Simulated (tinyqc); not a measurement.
What moves the zone average: special k points of the square lattice.

Lattice vectors in units of a: a1 = (1, 0), a2 = (0, 1); reciprocal vectors b_i with a_i . b_j = 2 pi delta_ij. Mesh: k = sum_i f_i b_i with f_i = (2 j_i + shift)/(2 N), j_i = 0 .. N-1. The point group of the lattice has 8 operations; only those that map the mesh onto itself are used.

A_m(k) = sum over the m-th star of lattice vectors R of cos(k . R), stars in order of length: m = 1: |R|^2 = 1, 4 vectors, such as (1, 0) in the basis a_i; m = 2: |R|^2 = 2, 4 vectors, such as (1, 1) in the basis a_i; m = 3: |R|^2 = 4, 4 vectors, such as (2, 0) in the basis a_i; m = 4: |R|^2 = 5, 8 vectors, such as (2, 1) in the basis a_i; m = 5: |R|^2 = 8, 4 vectors, such as (2, 2) in the basis a_i; m = 6: |R|^2 = 9, 4 vectors, such as (3, 0) in the basis a_i. The zone mean of every A_m is zero.

Test function, the lower band of a two-band insulator: E(k) = -sqrt(D^2 + (e0 - t A_1(k))^2).

Values chosen for the exercise: D = 2.47 eV (half gap term); t = 1.09 eV (coupling); e0 = 2.38 eV (offset); N = 9 (points along each reciprocal vector); shift = 0 (half steps).

Mean of E over the mesh, and its error against the unshifted mesh with N = 96.

Results for these values:

| case | mean (eV) | error (meV) | irreducible points |
|---|---|---|---|
| base | -3.8513 | 0.01 | 15 |

What happens to each result for t = 1.417 eV, all else kept?

Answer: mean falls from -3.8513 to -4.1481; error falls from 0.01 to -0.02; irreducible points does not change at the printed digits.

The same for each parameter in turn:

| case | mean (eV) | error (meV) | irreducible points |
|---|---|---|---|
| base | -3.8513 | 0.01 | 15 |
| N = 10 | -3.8513 | 0.00 | 21 |
| shift = 1 | -3.8513 | -0.01 | 15 |
| D = 1.729 eV | -3.3615 | 0.07 | 15 |
| t = 1.417 eV | -4.1481 | -0.02 | 15 |

Program tinyqc; command `OMP_NUM_THREADS=1 python tinyqc.py 1651595 1651596 out.jsonl`; about 0.08 s on one thread of a shared Intel(R) Xeon(R) Processor @ 2.30GHz.
